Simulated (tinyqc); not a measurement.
What each parameter does: pi bands of a honeycomb layer in tight binding.

Lattice vectors a (1,0) and a (1/2, sqrt3/2); f = exp(i ky a/sqrt3) + 2 cos(kx a/2) exp(-i ky a/(2 sqrt3)), w = |f|. H = [[D - t2 F, -t f], [., -D - t2 F]] with F = w^2 - 3, S = [[1, s0 f], [., 1]]; the levels solve det(H - E S) = 0. K = (4 pi/3a, 0), M = (pi/a, pi/(sqrt3 a)); w = 3, 1, 0 at Gamma, M, K.

Inputs chosen for the exercise (of the size used for graphene; not measured data): a = 2.46 angstrom (lattice constant); t = 2.62 eV (nearest hopping); t2 = 0 eV (second-neighbour hopping); s0 = 0.084 (overlap of neighbours); D = 0.117 eV (+D on A, -D on B).

Gap at K, difference at M, and the two levels at Gamma, from (e - E)^2 - D^2 - (t + s0 E)^2 w^2 = 0, e = -t2 (w^2 - 3).

One parameter was then changed.

Results before and after:
```
case     gap at K (eV)  difference at M (eV)  lower at Gamma (eV)  upper at Gamma (eV)
base            0.2340                5.2825              -6.2788              10.5089
changed         0.2340                5.2994              -6.5185              10.1078
```

Which of these changes was made? (a) D = 0.217 eV; (b) t2 = 0.05 eV; (c) s0 = 0.114; (d) a = 2.5092 angstrom; (e) t = 2.751 eV.

Answer: (b) t2 = 0.05 eV. Of the candidates, run in turn, only this one gives the changed row.

All candidates:
```
case                 gap at K (eV)  difference at M (eV)  lower at Gamma (eV)  upper at Gamma (eV)
base                        0.2340                5.2825              -6.2788              10.5089
t = 2.751 eV                0.2340                5.5461              -6.5927              11.0343
t2 = 0.05 eV                0.2340                5.2994              -6.5185              10.1078
s0 = 0.114                  0.2340                5.3142              -5.8578              11.9462
D = 0.217 eV                0.4340                5.2952              -6.2810              10.5110
a = 2.5092 angstrom         0.2340                5.2825              -6.2788              10.5089
```

At points fixed by symmetry a drops out; the gap at K is 2D whatever the hoppings.

Run: tinyqc, `OMP_NUM_THREADS=1 python tinyqc.py 1481959 1481960 out.jsonl`; Intel(R) Xeon(R) Processor @ 2.30GHz, one thread, shared host; about 0.01 s of CPU time with all checks.
